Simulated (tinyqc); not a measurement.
From results back to parameters: delta-doped layer in the Thomas-Fermi potential. Four cases, with inputs chosen for the exercise.

Problem. The depth of the well was computed from a hidden sheet density.

All donors ionised in the plane z = 0, zero temperature, energies from the Fermi level EF of the Thomas-Fermi model, which lies at the bulk band edge; c = hbar^2/2m0, q = e^2/(4 pi eps0). Layer in a (001) plane: two valleys with m_z = ml, m_d = mt (unprimed) and four with m_z = mt, m_d = sqrt(ml mt) (primed); m3 = (ml mt^2)^(1/3), gv = 6. With n = (gv/3 pi^2)(m3 (-V)/c)^(3/2) and V'' = -(4 pi q/eps) n for z > 0, the solution is V = -b/(|z| + z0)^4 with sqrt(b) = 20/K, K = (4 pi q/eps)(gv/3 pi^2)(m3/c)^(3/2), and z0^5 = 4b/(e F0), e F0 = 2 pi q N/eps; 1e13/cm^2 = 1e-3/angstrom^2. Exchange and correlation are left out.

Constants: hbar^2/2m0 = 3.80998211 eV angstrom^2; e^2/(4 pi eps0) = 14.39964547 eV angstrom.

Find: b; z0; N.

Method. b does not depend on N; z0 = (b/depth)^(1/4), e F0 = 4b/z0^5 and N = eps e F0/(2 pi q).

Case 1.

Values chosen (out of a larger set: near those of a delta-doped layer in Si; not measured data):
- ml = 0.934 m0 (longitudinal mass)
- mt = 0.187 m0 (transverse mass)
- eps = 11.5 (dielectric constant)

depth = 0.397870 eV

Solution.

b = 6.662e+04 eV angstrom^4
z0 = 20.23 angstrom
N = 10.0 x 1e13/cm^2

Case 2.

Values chosen (out of a larger set: near those of a delta-doped layer in Si; not measured data):
- ml = 0.912 m0 (longitudinal mass)
- mt = 0.192 m0 (transverse mass)
- eps = 11.9 (dielectric constant)

depth = 0.128718 eV

Solution.

b = 6.930e+04 eV angstrom^4
z0 = 27.09 angstrom
N = 2.50 x 1e13/cm^2

Case 3.

Values chosen (out of a larger set: near those of a delta-doped layer in Si; not measured data):
- ml = 0.937 m0 (longitudinal mass)
- mt = 0.19 m0 (transverse mass)
- eps = 11.6 (dielectric constant)

depth = 0.282377 eV

Solution.

b = 6.545e+04 eV angstrom^4
z0 = 21.94 angstrom
N = 6.60 x 1e13/cm^2

Case 4.

Values chosen (out of a larger set: near those of a delta-doped layer in Si; not measured data):
- ml = 0.9 m0 (longitudinal mass)
- mt = 0.188 m0 (transverse mass)
- eps = 11.5 (dielectric constant)

depth = 0.387126 eV

Solution.

b = 6.840e+04 eV angstrom^4
z0 = 20.50 angstrom
N = 9.60 x 1e13/cm^2

Computed by tinyqc, one run a case: `OMP_NUM_THREADS=1 python tinyqc.py N N+1 out.jsonl` with N = 1280791, 1280912, 1280971, 1280982; one thread of a shared Intel(R) Xeon(R) Processor @ 2.30GHz, about 0.2 s a run at most.
